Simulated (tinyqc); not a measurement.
Self-heating of a transistor with one or more fingers, with temperature-dependent conductivity: one step, computed by the program tinyqc. Command: `OMP_NUM_THREADS=1 python tinyqc.py 3006229 3006230 out.jsonl selfheat walk`. One thread of a shared host (Intel(R) Xeon(R) Processor @ 2.30GHz), about 0.05 s of CPU time with the checks.

N long parallel fingers lie on the top face of a slab whose bottom is held at T_0; the top is otherwise insulated, and heat flows in two dimensions. P in W/mm is 1000 P in W/m.

Task: Linear temperature rise of each finger. theta_i = (P/(pi kappa_0)) [g_0 + sum over j != i of g(|i - j| s)], with equal powers and constant conductivity; thermal resistance = largest theta/P.

Inputs (values chosen for the exercise, modelled on gallium nitride): conductivity at the base temperature kappa_0 = 192 W/(m K); power per gate width P = 4.4 W/mm; fingers N = 3; width of the heat source w = 0.12 micrometre; phonon free path Lambda = 130 nm.

Power: power rises with temperature.

own factor g_0 = 8.062308

g(j s), j = 1..7: [1.859180, 1.190017, 0.822801, 0.585382, 0.421908, 0.306038, 0.222719]

Give: theta of each finger; largest theta; thermal resistance.

Result:

theta of each finger (K): [81.05, 85.94, 81.05]

largest theta = 85.94 K

thermal resistance = 19.53 K mm/W

The neighbours supply 32 % of the rise of the hottest finger, which runs 4.9 K above the outer ones. Caution: the source is narrower than two phonon free paths, so the Fourier result understates the rise at the source.
